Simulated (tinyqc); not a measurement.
# Worked calculation: capacitance measurement on a leaky thin oxide: effects of series resistance and leakage

Numbers from tinyqc (`OMP_NUM_THREADS=1 python tinyqc.py 2022163 2022164 out.jsonl`; about 0.01 s on one thread of a shared Intel Xeon 2.30GHz). Printed values are rounded.

The device is a capacitance C in parallel with a leakage conductance G, in series with Rs and Ls. An impedance meter reports either a parallel pair (Cp, Gp) from Y = 1/Z = Gp + i w Cp or a series pair (Cs, Rm) from Z = Rm + 1/(i w Cs); w = 2 pi f, dissipation D = Gp/(w |Cp|).

Inputs (values chosen for the exercise); values of the order met in thin-oxide MOS capacitors: relative permittivity of the gate insulator (close to silicon dioxide) eox = 3.9; insulator thickness tox = 1.1 nm; gate area A = 2500 um^2; oxide-equivalent thickness added by the accumulation layer zc = 0.28 nm; oxide-equivalent thickness added by gate depletion zp = 0 nm; gate leakage current density, not matched to the thickness Jg = 0.00087 A/cm^2; voltage for an e-fold rise of the leakage Vs = 0.27 V; series resistance Rs = 22 ohm; series inductance Ls = 0 nH; measuring frequency f = 2e5 Hz.

Constants: eps0 = 8.8541878128e-14 F/cm where lengths are in cm. Results are converted to the units shown.

## True capacitance and conductance

EOT = 3.9 tox/eox; CET = EOT + zc + zp; C = 3.9 eps0 A/CET; G = Jg A/Vs.

EOT = 1.1 nm
CET = 1.38 nm
C = 62.55676 pF
G = 0.08055556 uS

## What the meter reports

Z = Rs + i w Ls + 1/(G + i w C).

Z = (0.003504-1.272083i) x 1e4 ohm
Cp = 62.55635 pF
Gp = 0.2165080 uS
Cs = 62.55683 pF
D = 0.002754182

Cp is within 0.01 % of C and Cs is within 0.01 % of it; G Rs = 1.77e-6, w C Rs = 0.00173 and G/(w C) = 0.00102.
